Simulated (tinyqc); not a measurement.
Valley-orbit splitting of a donor ground state, with strain: one step, computed by the program tinyqc. Command: `OMP_NUM_THREADS=1 python tinyqc.py 3022751 3022752 out.jsonl valleyorbit walk`. One thread of a shared host (Intel(R) Xeon(R) Processor @ 2.30GHz), about 0.01 s of CPU time with the checks.

The basis is the 1s envelope in each valley; energies are counted from the unstrained conduction-band edge. The strain is e_s (a a^T - 1/3) for the unit stress axis a, so valley j along n_j moves by Xi_u e_s w_j with w_j = (n_j.a)^2 - 1/3: +1/3 for [111] and [-1-11], -1/3 for the others.

Task: Levels and ground state under strain. Diagonalise H; the ground vector has positive components. The density at the nucleus, and so the contact hyperfine coupling, scales as (sum_j c_j)^2/(number of valleys), which is 1 without strain; the envelopes are held fixed.

Valleys: four along <111>. Stress axis: [110].

H (meV), rows [111], [1-1-1], [-11-1], [-1-11]:
```
[[-9.112, -0.089, -0.089, -0.089],
 [-0.089, -11.768, -0.089, -0.089],
 [-0.089, -0.089, -11.768, -0.089],
 [-0.089, -0.089, -0.089, -9.112]]
```

Give: levels; valley amplitudes of the ground state; hyperfine ratio A/A_0.

Result:

levels (meV): [-11.87, -11.68, -9.19, -9.02]

valley amplitudes of the ground state: [111] 0.0471, [1-1-1] 0.7055, [-11-1] 0.7055, [-1-11] 0.0471

hyperfine ratio A/A_0 = 0.5664
